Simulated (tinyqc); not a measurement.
# Hexagonal on-chip spiral inductor, lumped pi model: two studies

Outer diameter do = di + 2 n wd + 2 (n - 1) sp, mean da = (do + di)/2, fill p = (do - di)/(do + di), length l = 3.464 n da. L = 2.33 mu0 n^2 da/(1 + 3.82 p), mu0 = 4 pi 1e-7 H/m. Rs = rho l/(wd delta (1 - exp(-th/delta))), delta = sqrt(rho/(pi f mu0)). Cs = n wd^2 eps0 eo/hu across the coil. At each end Cox = l wd eps0 eo/(2 ho) leads to the substrate branch Rsi = 2 rs he/(l wd) in parallel with Csi = l wd eps0 11.7/(2 he). With one end grounded Y = 1/(Rs + i w L) + i w Cs + 1/[1/(i w Cox) + 1/(1/Rsi + i w Csi)], w = 2 pi f; Q = -Im Y/Re Y. Eddy currents in neighbouring turns and in the substrate are left out.

Values chosen for this exercise; values of the order met in silicon radio-frequency processes:
```
symbol,value,unit,meaning
n,3.5,,number of turns
wd,4,um,line width
sp,1.5,um,space between turns
di,140,um,inner diameter
th,4,um,metal thickness
rho,3,uohm cm,metal resistivity
ho,5.2,um,oxide below the coil
hu,1.1,um,oxide between coil and underpass
eo,3.9,,relative permittivity of the oxide
rs,10,ohm cm,substrate resistivity
he,80,um,effective spreading depth in the substrate
f,5.7,GHz,frequency
```

Constants: eps0 = 8.8541878128e-12 F/m. Results are converted to the units shown.

Each table varies one quantity; the others keep the values above.

## Quality factor against frequency

Apparent inductance Im(1/Y)/w; share of the loss Re(substrate branch)/Re Y.

Quality factor against frequency:
```
f (GHz)	Rs (ohm)	w L/Rs	Q	apparent inductance (nH)	loss in the substrate (%)
0.54	5.831	2.302	2.298	3.960	0.05452
0.89	6.584	3.361	3.340	3.966	0.3025
1.5	7.670	4.862	4.745	3.981	1.641
2.4	9.013	6.621	6.121	4.005	6.077
3.9	10.90	8.899	7.158	4.048	17.15
6.3	13.41	11.68	7.201	4.138	34.76
10	16.62	14.96	6.099	4.361	54.06
17	21.51	19.65	3.754	5.201	73.18
28	27.55	25.27	0.9409	7.294	85.41
```

What does the comparison show?

Q goes from 2.30 through a maximum of 7.20 (at f = 6.3 GHz among the rows listed) to 0.941; the exact peak is 7.33 at 5.06 GHz and Q reaches zero at the self-resonance, 32.6 GHz. The share of the substrate rises from 0.0545 to 85.4 %, and the apparent inductance ends at 1.84 times L. At the peak the substrate takes 26.1 % of the loss. For f = 17, 28 the coil is longer than 0.15 of a wavelength in the oxide, where one lumped section is rough.

## Effect of the number of turns

Same model as above.

Peak Q and its frequency from a search over f; self-resonance where Im Y = 0; Q at the given f (negative beyond resonance).

Effect of the number of turns:
```
n	L (nH)	do (um)	peak Q	f of the peak (GHz)	self-resonance (GHz)	Q at f
1.5	0.8223	153.5	9.871	30.73	113.0	5.626
2.5	2.131	164.5	8.345	10.53	53.51	7.508
3.5	3.957	175.5	7.330	5.063	32.56	7.292
4.5	6.269	186.5	6.745	3.055	22.28	5.615
5.5	9.054	197.5	6.387	2.178	16.27	3.721
6.5	12.31	208.5	6.127	1.704	12.34	2.232
8.5	20.27	230.5	5.724	1.197	7.497	0.5126
```

Read the table: what changes, and by how much?

As n goes from 1.5 to 8.5, L rises from 0.822 to 20.3 nH, the peak Q falls from 9.87 to 5.72, its frequency falls from 30.7 to 1.20 GHz and the self-resonance falls from 113 to 7.50 GHz.

Computed by the program tinyqc: `OMP_NUM_THREADS=1 python tinyqc.py 2302084 2302085 out.jsonl`, one thread of a shared Intel Xeon 2.30GHz, about 0.01 s for the whole run.
